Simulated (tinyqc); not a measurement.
Raising U: Hubbard chain of 6 sites, mean field against exact. Computed by the program tinyqc. Collinear unrestricted mean field (the lowest of 40 random starts) against exact diagonalisation.

one-body matrix (hopping and site energies) (eV):
```
         1        2        3        4        5        6
1   0.0000  -0.6100   0.0000   0.0000   0.0000   0.0000
2  -0.6100   0.0000  -0.6100   0.0000   0.0000   0.0000
3   0.0000  -0.6100   0.0000  -0.6100   0.0000   0.0000
4   0.0000   0.0000  -0.6100   0.0000  -0.6100   0.0000
5   0.0000   0.0000   0.0000  -0.6100   0.0000  -0.6100
6   0.0000   0.0000   0.0000   0.0000  -0.6100   0.0000
```

electrons, up and down: 3  3

Exact and mean-field results (eV):
```
U            U/t    E exact  E mean field  mean |n_up - n_down|  double occupancy, exact  first gap in the sector
0.3000    0.4918  -3.833466     -3.812630                0.0000                   0.2269                   0.4841
0.6100    1.0000  -3.433625     -3.347630                0.0000                   0.2031                   0.4331
1.2200    2.0000  -2.773251     -2.468685                0.4041                   0.1584                   0.3529
1.8300    3.0000  -2.266801     -1.848990                0.6726                   0.1197                   0.2917
2.4400    4.0000  -1.886465     -1.447190                0.8030                   0.0896                   0.2447
3.6600    6.0000  -1.382694     -0.993806                0.9093                   0.0522                   0.1806
4.8800    8.0000  -1.078540     -0.752900                0.9485                   0.0329                   0.1412
7.3200   12.0000  -0.741392     -0.505500                0.9770                   0.0160                   0.0972
12.2000  20.0000  -0.452309     -0.304389                0.9917                   0.0061                   0.0594
```

What does the comparison show, and why?

In absolute terms mean field is worst at U/t = 4.0, 0.439 eV too high: at small U it is nearly exact, and at large U it misses only exchange-scale energies. Its local moments set in at U/t = 2.0 of those listed, a broken symmetry that the exact state of a finite cluster with equal spins does not have. Relative to the exact energy its error is 0.5 % at the smallest U, 33 % at most and 33 % at the largest. The double occupancy falls from 0.227 to 0.006; at the largest U the first gap is 0.49 times the exchange scale 4t^2/U.
